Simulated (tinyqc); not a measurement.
Inside a calculation. Method: RHF in the sto-3g basis, for BeH2, spin multiplicity 1. One step of it, computed by the program tinyqc.

Problem. Iteration 1: building the Fock matrix. J_ij = sum D_kl (ij|kl), K_ij = sum D_kl (ik|jl); F = H + J - 0.5 K; E = tr D H + tr D J / 2 - 0.25 tr D K + E_nn.

D at the start, lower triangle:
```
            1Be 1s    1Be 2s   1Be 2px    1Be 2py   1Be 2pz     2H 1s     3H 1s
1Be 1s    2.046738
1Be 2s   -0.208842  0.959970
1Be 2px   0.000000  0.000000  0.000000
1Be 2py   0.000000  0.000000  0.000000   0.988945
1Be 2pz  -0.010826  0.032408  0.000000   0.000000  0.001101
2H 1s    -0.193345  0.502701  0.000000   0.428224  0.017129  0.452196
3H 1s    -0.193345  0.502701  0.000000  -0.428224  0.017129  0.081344  0.452196
```

core Hamiltonian H = T + V (hartree), lower triangle:
```
            1Be 1s     1Be 2s    1Be 2px    1Be 2py    1Be 2pz      2H 1s      3H 1s
1Be 1s   -8.453581
1Be 2s   -2.084455  -2.678972
1Be 2px   0.000000   0.000000  -2.164445
1Be 2py   0.000000   0.000000   0.000000  -2.302911
1Be 2pz  -0.000528  -0.005272   0.000000   0.000000  -2.164543
2H 1s    -0.203806  -0.708010   0.000000  -0.837735  -0.022589  -1.784994
3H 1s    -0.203806  -0.708010   0.000000   0.837735  -0.022589  -0.017212  -1.784994
```

Two-electron integrals (ij|kl) in chemists' order, unique and non-zero (hartree):
```
(11|11) 2.298831    (21|11) 0.392036    (21|21) 0.079539    (22|11) 0.570988
(22|21) 0.143041    (22|22) 0.417683    (31|31) 0.014607    (32|31) 0.021888
(32|32) 0.092265    (33|11) 0.569578    (33|21) 0.143083    (33|22) 0.417589
(33|33) 0.449859    (41|41) 0.014607    (42|41) 0.021888    (42|42) 0.092265
(43|43) 0.024249    (44|11) 0.569578    (44|21) 0.143083    (44|22) 0.417589
(44|33) 0.401360    (44|44) 0.449859    (51|51) 0.014607    (52|51) 0.021888
(52|52) 0.092265    (53|53) 0.024249    (54|54) 0.024249    (55|11) 0.569578
(55|21) 0.143083    (55|22) 0.417589    (55|33) 0.401360    (55|44) 0.401360
(55|55) 0.449859    (61|11) 0.037242    (61|21) 0.007553    (61|22) 0.013711
(61|33) 0.013623    (61|41) 0.000678    (61|42) 0.001280    (61|44) 0.013893
(61|51) 0.000018    (61|52) 0.000034    (61|54) 0.000007    (61|55) 0.013623
(61|61) 0.000753    (62|11) 0.119256    (62|21) 0.030467    (62|22) 0.101029
(62|33) 0.096888    (62|41) 0.003902    (62|42) 0.026722    (62|44) 0.109200
(62|51) 0.000104    (62|52) 0.000711    (62|54) 0.000328    (62|55) 0.096897
(62|61) 0.003204    (62|62) 0.041502    (63|31) 0.002374    (63|32) 0.012033
(63|43) 0.004277    (63|53) 0.000114    (63|63) 0.003125    (64|11) 0.139898
(64|21) 0.036087    (64|22) 0.124801    (64|33) 0.117595    (64|41) 0.006155
(64|42) 0.040941    (64|44) 0.139070    (64|51) 0.000101    (64|52) 0.000769
(64|54) 0.000458    (64|55) 0.117604    (64|61) 0.003910    (64|62) 0.057374
(64|64) 0.080779    (65|11) 0.003722    (65|21) 0.000960    (65|22) 0.003321
(65|33) 0.003129    (65|41) 0.000101    (65|42) 0.000769    (65|44) 0.003473
(65|51) 0.002377    (65|52) 0.012053    (65|54) 0.004286    (65|55) 0.003357
(65|61) 0.000104    (65|62) 0.001527    (65|64) 0.002066    (65|65) 0.003180
(66|11) 0.292863    (66|21) 0.075944    (66|22) 0.283044    (66|33) 0.264193
(66|41) 0.009754    (66|42) 0.090457    (66|44) 0.320323    (66|51) 0.000260
(66|52) 0.002407    (66|54) 0.001493    (66|55) 0.264233    (66|61) 0.008049
(66|62) 0.157189    (66|64) 0.227715    (66|65) 0.006059    (66|66) 0.774606
(71|11) 0.037242    (71|21) 0.007553    (71|22) 0.013711    (71|33) 0.013623
(71|41) -0.000678   (71|42) -0.001280   (71|44) 0.013893    (71|51) 0.000018
(71|52) 0.000034    (71|54) -0.000007   (71|55) 0.013623    (71|61) 0.000686
(71|62) 0.002703    (71|64) 0.003125    (71|65) 0.000089    (71|66) 0.006743
(71|71) 0.000753    (72|11) 0.119256    (72|21) 0.030467    (72|22) 0.101029
(72|33) 0.096888    (72|41) -0.003902   (72|42) -0.026722   (72|44) 0.109200
(72|51) 0.000104    (72|52) 0.000711    (72|54) -0.000328   (72|55) 0.096897
(72|61) 0.002703    (72|62) 0.018671    (72|64) 0.021834    (72|65) 0.000686
(72|66) 0.051451    (72|71) 0.003204    (72|72) 0.041502    (73|31) 0.002374
(73|32) 0.012033    (73|43) -0.004277   (73|53) 0.000114    (73|63) 0.000981
(73|73) 0.003125    (74|11) -0.139898   (74|21) -0.036087   (74|22) -0.124801
(74|33) -0.117595   (74|41) 0.006155    (74|42) 0.040941    (74|44) -0.139070
(74|51) -0.000101   (74|52) -0.000769   (74|54) 0.000458    (74|55) -0.117604
(74|61) -0.003125   (74|62) -0.021834   (74|64) -0.025284   (74|65) -0.000792
(74|66) -0.060676   (74|71) -0.003910   (74|72) -0.057374   (74|74) 0.080779
(75|11) 0.003722    (75|21) 0.000960    (75|22) 0.003321    (75|33) 0.003129
(75|41) -0.000101   (75|42) -0.000769   (75|44) 0.003473    (75|51) 0.002377
(75|52) 0.012053    (75|54) -0.004286   (75|55) 0.003357    (75|61) 0.000089
(75|62) 0.000686    (75|64) 0.000792    (75|65) 0.001005    (75|66) 0.001911
(75|71) 0.000104    (75|72) 0.001527    (75|74) -0.002066   (75|75) 0.003180
(76|11) 0.002871    (76|21) 0.000710    (76|22) 0.002014    (76|33) 0.001996
(76|44) 0.002050    (76|51) 0.000006    (76|52) 0.000029    (76|55) 0.001996
(76|61) 0.000068    (76|62) 0.000495    (76|64) 0.000617    (76|65) 0.000020
(76|66) 0.001405    (76|71) 0.000068    (76|72) 0.000495    (76|74) -0.000617
(76|75) 0.000020    (76|76) 0.000010    (77|11) 0.292863    (77|21) 0.075944
(77|22) 0.283044    (77|33) 0.264193    (77|41) -0.009754   (77|42) -0.090457
(77|44) 0.320323    (77|51) 0.000260    (77|52) 0.002407    (77|54) -0.001493
(77|55) 0.264233    (77|61) 0.006743    (77|62) 0.051451    (77|64) 0.060676
(77|65) 0.001911    (77|66) 0.146667    (77|71) 0.008049    (77|72) 0.157189
(77|74) -0.227715   (77|75) 0.006059    (77|76) 0.001405    (77|77) 0.774606
```

nuclear repulsion = 2.49252136 hartree

Give: Coulomb J; exchange K; Fock matrix F; total energy of this density.

Solution.

Coulomb J (hartree), lower triangle:
```
         1Be 1s  1Be 2s  1Be 2px  1Be 2py  1Be 2pz   2H 1s   3H 1s
1Be 1s   6.3696
1Be 2s   1.2342  2.5862
1Be 2px  0.0000  0.0000   2.5294
1Be 2py  0.0000  0.0000   0.0000   2.6895
1Be 2pz  0.0019  0.0112   0.0000   0.0000   2.5296
2H 1s    0.1181  0.6570   0.0000   0.8271   0.0229  2.0248
3H 1s    0.1181  0.6570   0.0000  -0.8271   0.0229  0.0128  2.0248
```

exchange K (hartree), lower triangle:
```
          1Be 1s  1Be 2s  1Be 2px  1Be 2py  1Be 2pz   2H 1s   3H 1s
1Be 1s    4.6205
1Be 2s    0.8287  0.8613
1Be 2px   0.0000  0.0000   0.1660
1Be 2py   0.0000  0.0000   0.0000   0.9390
1Be 2pz  -0.0007  0.0245   0.0000   0.0000   0.1668
2H 1s     0.0779  0.4310   0.0000   0.5044   0.0155  0.8206
3H 1s     0.0779  0.4310   0.0000  -0.5044   0.0155  0.0047  0.8206
```

Fock matrix F (hartree), lower triangle:
```
          1Be 1s   1Be 2s  1Be 2px  1Be 2py  1Be 2pz    2H 1s    3H 1s
1Be 1s   -4.3942
1Be 2s   -1.2645  -0.5235
1Be 2px   0.0000   0.0000   0.2820
1Be 2py   0.0000   0.0000   0.0000  -0.0829
1Be 2pz   0.0017  -0.0063   0.0000   0.0000   0.2816
2H 1s    -0.1246  -0.2665   0.0000  -0.2628  -0.0074  -0.1705
3H 1s    -0.1246  -0.2665   0.0000   0.2628  -0.0074  -0.0067  -0.1705
```

total energy of this density = -15.356908 hartree
